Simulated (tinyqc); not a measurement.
Which current rules in forward bias: trap-assisted generation and recombination current of an abrupt junction. Computed by tinyqc, a small Python program. Command: `OMP_NUM_THREADS=1 python tinyqc.py 3005149 3005150 out.jsonl junctionleak walk`. One thread of a shared host (Intel(R) Xeon(R) Processor @ 2.30GHz), about 0.01 s of CPU time with the checks.

Depletion approximation, flat quasi-Fermi levels across the depleted layer, long neutral regions with minority lifetimes tau_n and tau_p, full ionisation and Boltzmann statistics. Voltages in exponents stand for e V.

Inputs (values chosen for the exercise, with bands and screening modelled on GaAs):
```
quantity                              value    unit
gap E_g                                1.42      eV
electron mass m_e                     0.066     m_0
valleys M_c                               1       -
hole mass m_h                         0.529     m_0
dielectric constant eps                12.8       -
acceptor density N_A                1.8e+16   cm^-3
donor density N_D                   6.9e+17   cm^-3
capture time tau_n                  5.4e-06       s
capture time tau_p                  3.6e-07       s
trap level E_t - E_i                      0      eV
electron diffusion coefficient D_n       30  cm^2/s
hole diffusion coefficient D_p          1.4  cm^2/s
temperature T                           350       K
tunnelling mass m_t                    0.16     m_0
```

Field enhancement: Hurkx tunnelling factor.

Constants: k_B = 8.617333262e-05 eV/K; m_0 = 9.1093837015e-31 kg; k_B = 1.380649e-23 J/K; h = 6.62607015e-34 J s; e = 1.602176634e-19 C; eps_0 = 8.8541878128e-12 F/m; hbar = 1.054571817e-34 J s.

Method:
- N_c = 2 M_c (2 pi m_e k_B T/h^2)^(3/2) and N_v = 2 (2 pi m_h k_B T/h^2)^(3/2), masses in units of m_0.
- n_i = sqrt(N_c N_v) exp(-E_g/2 k_B T); V_bi = (k_B T/e) ln(N_A N_D/n_i^2); diffusion saturation current J_d0 = e n_i^2 [sqrt(D_n/tau_n)/N_A + sqrt(D_p/tau_p)/N_D].
- W = sqrt(2 eps eps_0 (V_bi - V)(1/N_A + 1/N_D)/e), x_p = W N_D/(N_A + N_D), x_n = W - x_p, peak field F_m = 2 (V_bi - V)/W; reverse bias means V = -V_r.
- Both capture times are divided by 1 + Gamma, Gamma = 2 sqrt(3 pi) (F/F_G) exp((F/F_G)^2), F_G = sqrt(24 m_t (k_B T)^3)/(e hbar) (the low-field Hurkx form), F being the local field, linear in x from 0 at the edges to F_m.
- Potential from the p edge: phi = (V_bi - V) x^2/(x_p W) on the p side and (V_bi - V)[1 - (W - x)^2/(x_n W)] on the n side; p = N_A exp(-phi/k_B T), n = n_i^2 exp(V/k_B T)/p; U = (n p - n_i^2)/[tau_p (n + n_i exp(dE/k_B T)) + tau_n (p + n_i exp(-dE/k_B T))], dE = E_t - E_i, n1 = n_i exp(dE/k_B T), p1 = n_i exp(-dE/k_B T); J_t = e int U dx by the trapezoid rule on 400 intervals on each side.
- J_d = J_d0 (exp(V/k_B T) - 1). Ideality n = (e/k_B T) dV/d ln J, central difference of 1 mV. The rows stop just below the bias where n = 0.1 p or tau_p n = 0.1 tau_n p at the p edge, or the like at the n edge.

k_B T = 0.0301607 eV

n_i = 1.52648e+08 cm^-3

J_d0 = 4.99531e-16 A/cm^2

Forward characteristic:
```
V (V)  J_t (A/cm^2)  J_d (A/cm^2)  ideality of J_t  ideality of the sum
0.21     9.5443e-10    5.2725e-13           1.8934               1.8925
0.33     7.4820e-09    2.8206e-11           1.9517               1.9448
0.45     5.7324e-08    1.5076e-09           1.9529               1.9064
0.57     4.4176e-07    8.0575e-08           1.9427               1.6961
0.69     3.4544e-06    4.3065e-06           1.9249               1.2720
0.81     2.7712e-05    2.3017e-04           1.8937               1.0534
0.93     2.3310e-04    1.2302e-02           1.8383               1.0086
1.05     2.1126e-03    6.5750e-01           1.7833               1.0014
```

Diffusion overtakes recombination between 0.57 and 0.69 V, and the ideality of the sum goes from 1.89 to 1.00, with a maximum of 1.94 at 0.33 V. The ideality of J_t alone lies between 1.78 and 1.95; it stays below 2 because the zone where n and p are alike widens as the field falls, and at the lowest bias the terms in n1 and p1 lower it too. Caution: one side is doped near or above its effective density of states, so Boltzmann statistics understate V_bi.

Extremes, crossings and ranges named in words are read from the listed rows.
